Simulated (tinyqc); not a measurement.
The size of the error: propagation of a band-gap error through k.p and effective-mass formulas.

Chain, for a gap E (the reference Eg or another value), with Ep and Dso kept: 1/me = 1 + Ep (E + 2 Dso/3)/(E (E + Dso)); g* = 2 - 2 Ep Dso/(3 E (E + Dso)); g1(E) = g1 + (Ep/3)(1/E - 1/Eg), g2(E) = g2 + (Ep/6)(1/E - 1/Eg), light hole 1/(g1 + 2 g2), heavy hole 1/(g1 - 2 g2) along [100]; optical constant ei(E) = 1 + (ei - 1)(EP/(EP + E - Eg))^2, static e0(E) = ei(E) + e0 - ei.

Donor: R = Ry me/e0^2, a_B = a0 e0/me, Mott density (0.26/a_B)^3. Nc, Nv = 2 (m kT/(4 pi c))^(3/2), c = hbar^2/2m0, ni = sqrt(Nc Nv) exp(-E/2kT). Exciton: Ry mu/e0^2 with 1/mu = 1/me + g1(E). 1 angstrom^-3 = 1e24 cm^-3.

Constants: Ry = 13.60569312 eV; a0 (Bohr radius) = 0.5291772105 angstrom; kB = 8.617333262e-05 eV/K; hbar^2/2m0 = 3.80998211 eV angstrom^2.

Parameters, chosen for this exercise (reference values near those of GaAs, gap at low temperature; shifted at random, so the results belong to these values and not to a real crystal): Eg = 1.518 eV (gap at Gamma to the s-like level); Dso = 0.339 eV (spin-orbit splitting); Ep = 26 eV (Kane energy); g1 = 6.98 (Luttinger gamma1); g2 = 2.05 (gamma2); e0 = 12.97 (static dielectric constant); ei = 10.8 (optical dielectric constant); EP = 5.28 eV (mean (Penn) gap); mh = 0.46 m0 (density-of-states mass of the holes); T = 77 K (temperature).

E = f Eg; ratios against f = 1.

Results:

| f | E (eV) | me ratio | light-hole ratio | e0 ratio | donor ratio | Mott ratio | g* | log10 ni ratio |
|---|---|---|---|---|---|---|---|---|
| 0.25 | 0.380 | 0.291 | 0.244 | 1.473 | 0.134 | 0.00771 | -19.550 | 36.86 |
| 0.40 | 0.607 | 0.441 | 0.393 | 1.348 | 0.243 | 0.0351 | -8.227 | 29.54 |
| 0.60 | 0.911 | 0.634 | 0.593 | 1.209 | 0.433 | 0.144 | -3.162 | 19.72 |
| 0.80 | 1.214 | 0.819 | 0.795 | 1.095 | 0.683 | 0.419 | -1.115 | 9.87 |
| 1.00 | 1.518 | 1.000 | 1.000 | 1.000 | 1.000 | 1.00 | -0.084 | 0.00 |
| 1.20 | 1.822 | 1.176 | 1.207 | 0.920 | 1.389 | 2.09 | 0.507 | -9.88 |
| 1.50 | 2.277 | 1.433 | 1.523 | 0.822 | 2.120 | 5.29 | 1.014 | -24.72 |
| 2.00 | 3.036 | 1.842 | 2.063 | 0.700 | 3.756 | 18.2 | 1.427 | -49.48 |

Between f = 0.8 and 1.2 the mean powers d ln(ratio)/d ln f are 0.89 for me, 1.03 for the light hole, -0.43 for e0, 1.75 for the donor energy and 3.96 for the Mott density; ni moves by -3.25 decades per 0.1 eV, against -0.1 eV/(2 kT ln 10) = -3.27 from the exponential alone, the rest coming from Nc through me^(3/4). g* changes sign between f = 1.00 and 1.20; the place of this zero hangs on remote bands, which are left out.

Computed by tinyqc, a small Python program: `OMP_NUM_THREADS=1 python tinyqc.py 1850518 1850519 out.jsonl` (the numbers bound the seed that draws the inputs); one thread of a shared host (Intel(R) Xeon(R) Processor @ 2.30GHz), about 0.01 s for the whole set of steps.
